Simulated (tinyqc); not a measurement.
Interface states from two metals.

Problem. Schottky barriers follow phi = S (pM - chi) + (1 - S) E0, S = 1/(1 + q Ds dl/(eps0 ei)). Find S, E0 and Ds.

Inputs (values chosen for the exercise); material values close to those of silicon: electron affinity chi = 3.98 eV; thickness of the interface layer dl = 0.46 nm; its relative permittivity ei = 3.2.

Constants: q = 1.602176634e-19 C, eps0 = 8.8541878128e-14 F/cm where lengths are in cm. Results are converted to the units shown.

phi for pM = 4.36 and 5.18 eV (eV): [0.38256873, 1.1323569]

Solution. The slope is S, and either point then gives E0.

S = 0.9144
E0 = 0.4100 eV
Ds = 3.600e12 cm^-2 eV^-1

Program tinyqc, `OMP_NUM_THREADS=1 python tinyqc.py 2430171 2430172 out.jsonl`; Intel Xeon 2.30GHz, shared host, one thread, about 0.01 s.
